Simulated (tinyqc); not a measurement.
Poole-Frenkel parameters from three currents.

Inverse problem. Poole-Frenkel conduction in an insulator follows J = s0 F exp[-(pt - sqrt(q F/(pi eps0 ei)))/Vt], Vt = kB T/q, F in V/cm. Find ei, pt and s0.

Constants: q = 1.602176634e-19 C, kB = 1.380649e-23 J/K, eps0 = 8.8541878128e-14 F/cm where lengths are in cm. Results are converted to the units shown.

J at (1.12 MV/cm, 300 K), (4.5 MV/cm, 300 K) and (4.5 MV/cm, 350 K) (A/cm^2): [1.9356983e-11, 1.5963291e-4, 0.0033379281]

Solution. The two fields give the lowering coefficient and so ei; the two temperatures give the lowered barrier, to which the lowering is added back.

ei = 4.61
pt = 1.30 eV
s0 = 0.0620 S/cm

Program tinyqc, `OMP_NUM_THREADS=1 python tinyqc.py 2370022 2370023 out.jsonl`; Intel Xeon 2.30GHz, shared host, one thread, about 0.01 s.
